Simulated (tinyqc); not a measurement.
Gated graphene, quantum capacitance: effect of the temperature.

phi is the Fermi level above the Dirac point, in volts; Vg is counted from the gate voltage of charge neutrality. Ideal linear bands, no charge puddles.

N0 = (2/pi)(kB T/(hbar vF))^2; n = N0 F1(phi/Vt), p = N0 F1(-phi/Vt), F1(e) = int_0^infinity u du/(1 + exp(u - e)) = -Li2(-exp(e)); Cq = q d(n - p)/dphi = (q N0/Vt) ln[2 (1 + cosh(phi/Vt))]. Cox = eps0 eox/tox; Vg = phi + q (n - p + Dit phi)/Cox. 1/C_G = 1/Cox + 1/(Cq + q Dit); dphi/dVg = Cox/(Cox + Cq + q Dit).

Inputs (values chosen for the exercise); values close to those of graphene: relative permittivity of the gate insulator (close to aluminium oxide) eox = 9.22; insulator thickness tox = 2.1 nm; Fermi velocity vF = 1.09e6 m/s; density of traps Dit = 9.7e11 cm^-2 eV^-1; gate voltage Vg = 0.04 V.

Constants: q = 1.602176634e-19 C, kB = 1.380649e-23 J/K, hbar = 1.054571817e-34 J s, Vt = kB T/q, eps0 = 8.8541878128e-14 F/cm where lengths are in cm. Results are converted to the units shown.

The same in every row: Cox (uF/cm^2) = 3.887.

Result of one run:
```
phi (V)  n - p (cm^-2)  Cq (uF/cm^2)  C_G (uF/cm^2)  dphi/dVg  n + p (cm^-2)
0.03526       8.068e10        0.6988         0.7004    0.8198       8.068e10
```

Which temperature T gave this result: 50, 77, 200, 300 or 500 K?

T = 50 K.

The whole series:
```
T (K)  phi (V)  n - p (cm^-2)  Cq (uF/cm^2)  C_G (uF/cm^2)  dphi/dVg  n + p (cm^-2)
50     0.03526       8.068e10        0.6988         0.7004    0.8198       8.068e10
77     0.03509       8.505e10        0.6967         0.6989    0.8202       8.511e10
120    0.03469       9.525e10        0.7014         0.7021    0.8194       9.616e10
200    0.03369       1.205e11        0.7580         0.7396    0.8097       1.306e11
300    0.03228       1.560e11        0.8981         0.8289    0.7868       2.004e11
400    0.03089       1.912e11         1.080         0.9373    0.7589       3.007e11
500    0.02956       2.245e11         1.282          1.049    0.7300       4.317e11
```

As T goes from 50 to 500, Cq goes from 0.699 through a minimum of 0.697 (at T = 77 among the rows listed) to 1.28 uF/cm^2, C_G/Cox goes from 0.1802 through a minimum of 0.1798 (at T = 77 among the rows listed) to 0.2700 and n - p rises from 8.07e10 to 2.25e11 cm^-2. Cq is below Cox in every row, so the density of states limits the response dn/dVg more than the insulator does.

Computed by the program tinyqc: `OMP_NUM_THREADS=1 python tinyqc.py 2200134 2200135 out.jsonl`, one thread of a shared Intel Xeon 2.30GHz, about 0.01 s for the whole run.
